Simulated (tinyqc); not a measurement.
p-n heterojunction, non-linear Poisson equation by Newton steps, Boltzmann statistics: one step of the calculation.

One dimension, material 1 (p-type) at x < 0 and material 2 (n-type) at x > 0. Band edges: Ec = -psi in material 1 and -psi + dEc in material 2, Ev = Ec - Eg. Flat quasi-Fermi levels: 0 for holes, +V for electrons. n = Nc F((EFn - Ec)/Vt), p = Nv F((Ev - EFp)/Vt), with F(eta) = exp(eta) (Boltzmann statistics); full ionisation, no interface charge, classical densities; the doping types are chosen for the exercise.

Question. Band edges, densities and displacement. Ec, Ev, n and p as defined; D = a_k (psi_(k+1) - psi_k) on the interval that holds the interface.

Parameters, values chosen for the exercise; band and dielectric values those of a made-up pair:
```
symbol,value,unit,meaning
T,400,K,temperature
Eg1,1.63,eV,band gap of material 1
Nc1,8.33e17,cm^-3,conduction-band density of states of material 1
Nv1,1.74e19,cm^-3,valence-band density of states of material 1
Eg2,1.6,eV,band gap of material 2
Nc2,7.57e17,cm^-3,conduction-band density of states of material 2
Nv2,1.5e19,cm^-3,valence-band density of states of material 2
dEc,-0.32,eV,conduction-band offset Ec2 - Ec1
N1,1.7e16,cm^-3,acceptor density of material 1
N2,1.2e17,cm^-3,donor density of material 2
V,0.22,V,bias of side 1 against side 2
```

Constants: q = 1.602176634e-19 C, kB = 1.380649e-23 J/K, Vt = kB T/q. Results are converted to the units shown.

```
node,x (nm),converged psi (V),material
0,-569,-1.3910926,1
1,-310,-1.3893661,1
2,-164,-1.3472520,1
3,-80.9,-1.1281485,1
4,-34,-0.9177023,1
5,-7.5,-0.7710924,1
6,7.5,-0.6824075,2
7,25.8,-0.6293338,2
8,48,-0.6093434,2
9,75,-0.6044546,2
10,108,-0.6036038,2
11,148,-0.6034881,2
```

```
interval,coupling a_i (F/cm^2)
0,3.6920938e-8
1,6.5496732e-8
2,1.1507248e-7
3,2.0389174e-7
4,3.6084992e-7
5,6.6026943e-7
6,5.6124906e-7
7,4.6265126e-7
8,3.8040214e-7
9,3.1123812e-7
10,2.5677145e-7
```

Give: Ec; Ev; n; p; D.

Answer.

```
node,Ec (eV),Ev (eV),n (cm^-3),p (cm^-3)
0,1.391,-0.239,1464,1.700e16
1,1.389,-0.241,1539,1.617e16
2,1.347,-0.283,5223,4.765e15
3,1.128,-0.502,3.009e6,8.270e12
4,0.918,-0.712,1.349e9,1.845e10
5,0.771,-0.859,9.488e10,2.623e8
6,0.362,-1.238,1.216e16,3829
7,0.309,-1.291,5.669e16,821.1
8,0.289,-1.311,1.013e17,459.8
9,0.284,-1.316,1.167e17,399.0
10,0.284,-1.316,1.196e17,389.3
11,0.283,-1.317,1.200e17,387.9
```

D = 58.56 nC/cm^2

Computed by the program tinyqc: `OMP_NUM_THREADS=1 python tinyqc.py 2040039 2040040 out.jsonl`, one thread of a shared Intel Xeon 2.30GHz, about 0.02 s for the whole run.
